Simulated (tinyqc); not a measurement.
What moves the results: five-level k.p model folded onto the conduction band. A value that a table varies takes the place of the one given here.

For k along z and one spin sector the level c couples to four states. With c0 = hbar^2/2m0, P = sqrt(Ep c0), P2 = sqrt(Ep2 c0): diagonal Eg + (1 + Cm) c0 k^2 for c, and 0, -Dso, E7 + D2, E7 for lh, so, G8 up, G7 up (their own dispersion is left out); couplings of c: sqrt(2/3) P k to lh, sqrt(1/3) P k to so, sqrt(2/3) P2 k to G8 up, sqrt(1/3) P2 k to G7 up (phases chosen real).

Expanding E = H_cc + S(E) about Eg in powers of k^2, with s_n = sum_j H_cj^2/(Eg - H_jj)^n: order k^2: e2 = (1 + Cm) c0 k^2 + s1; order k^4: e4 = -s2 e2; order k^6: e6 = s3 e2^2 + s2^2 e2.

Second-order sums for the lowest conduction level at E: 1/m = 1 + Cm + (Ep/3)(2/E + 1/(E + Dso)) - (Ep2/3)(2/(E7 + D2 - E) + 1/(E7 - E)); g/2 = 1 + Cg - (Ep/3)(1/E - 1/(E + Dso)) - (Ep2/3)(1/(E7 - E) - 1/(E7 + D2 - E)). E is counted from the top of the valence band; E = Eg at the edge.

Constants: hbar^2/2m0 = 3.80998211 eV angstrom^2.

Values chosen for the exercise (near those of GaSb; shifted at random, so the results belong to these values and not to a real crystal): Eg = 0.809 eV (gap at Gamma to the s-like level); Dso = 0.754 eV (spin-orbit splitting); Ep = 27.1 eV (Kane energy); E7 = 3.23 eV (upper Gamma7 conduction level, from the valence top); D2 = 0.32 eV (its spin-orbit splitting, Gamma8 above Gamma7); Ep2 = 3.8 eV (Kane energy to the upper levels); Cm = -2.1 (remote term in 1/m); Cg = 0 (remote term in g/2).

## How far the series holds

Energies from Eg; Pk/Eg measures the coupling.

Levels (eV):
```
k (1/angstrom),Pk/Eg,to k^2,to k^4,to k^6,exact
0.0119,0.149,0.0138,0.0136,0.0136,0.0136
0.0273,0.343,0.0726,0.0660,0.0672,0.0670
0.0427,0.536,0.1776,0.1383,0.1549,0.1493
0.0580,0.728,0.3277,0.1939,0.2984,0.2483
0.0734,0.922,0.5247,0.1816,0.6110,0.3575
0.0887,1.114,0.7663,0.0346,1.3718,0.4705
0.1041,1.308,1.0555,-0.3327,3.1617,0.5859
0.1194,1.500,1.3886,-1.0140,6.9421,0.7000
```

How do the results move?

Within 2 % of the exact level stay: the k^2 term up to Pk/Eg = 0.15, the sum to k^4 up to Pk/Eg = 0.34, the sum to k^6 up to Pk/Eg = 0.34. In the last row the errors are +689, -1714 and +6242 meV: higher orders make it worse, since the series in k^2 converges only for Pk below about Eg/2 in the two-level limit E = Eg/2 + sqrt(Eg^2/4 + P^2 k^2).

## Mass and g factor above the band edge

The sums are evaluated at E = Eg + dE, as is done for confined or hot electrons.

Results:
```
dE (meV),m(E),g(E),m(E)/m(Eg),1 + dE/Eg
0,0.0391,-8.895,1.0000,1.0000
19,0.0400,-8.523,1.0237,1.0235
49,0.0415,-7.976,1.0614,1.0606
97,0.0439,-7.190,1.1222,1.1199
146,0.0464,-6.484,1.1851,1.1805
194,0.0488,-5.873,1.2476,1.2398
291,0.0539,-4.835,1.3768,1.3597
```

How do the results move?

Over 291 meV the mass grows by 37.7 %, against 36.0 % for two levels alone, and g moves from -8.895 to -4.835, towards the free value 2.

## Six materials (three-level Kane formulas for mass and g factor)

1/m = 1 + (Ep/3)(2/Eg + 1/(Eg + Dso)), g = 2 - (2 Ep/3)(1/Eg - 1/(Eg + Dso)). The inputs are values chosen for the exercise.

Results:
```
case,Eg (eV),Dso (eV),Ep (eV),m (m0),g,Eg/Ep
A near GaAs,1.496,0.342,25.6,0.0586,-0.123,0.0584
B near InAs,0.420,0.383,21.7,0.0225,-14.429,0.0194
C near GaP,2.861,0.079,32.0,0.0827,1.800,0.0894
D near InP,1.449,0.109,20.7,0.0669,1.334,0.0700
E near GaSb,0.815,0.752,26.6,0.0352,-8.442,0.0306
F near Ge,0.883,0.290,26.8,0.0347,-3.002,0.0329
```

What can be read from the table?

The mass follows the gap: m/(Eg/Ep) lies between 0.93 and 1.16, while m itself spans a factor of 3.7. The order by mass differs from the order by gap. g is negative for A, B, E and F; it needs Ep Dso > 3 Eg (Eg + Dso). Where g is small, two larger terms cancel: 5 % in Ep moves g by (2 - g)/20, and the levels left out move it by tenths. Remote bands, left out here, make real masses heavier, by up to a half in the wider-gap crystals. All rows are for the Gamma valley, which is not the lowest one in GaP and Ge.

## What each parameter does

Mass and g at E = Eg. Each row changes one parameter from the base and keeps the others.

Results:
```
case,m (m0),g
base,0.03912,-8.8953
Eg = 0.89 eV,0.04310,-7.4404
Dso = 0.679 eV,0.03868,-8.3127
Ep = 29.81 eV,0.03524,-9.9726
E7 = 3.553 eV,0.03888,-8.8695
D2 = 0.288 eV,0.03913,-8.8844
Ep2 = 3.42 eV,0.03890,-8.8831
```

What can be read from the table?

The largest shifts from the base row, up to three for each result and ties (the steps differ in size, so this ranks the rows, not the parameters). m (m0): Eg +0.00398, Ep -0.00388, Dso -0.00044. g: Eg +1.4549, Ep -1.0773, Dso +0.5826.

Program tinyqc; command `OMP_NUM_THREADS=1 python tinyqc.py 1050687 1050688 out.jsonl`; about 0.01 s on one thread of a shared Intel(R) Xeon(R) Processor @ 2.30GHz.
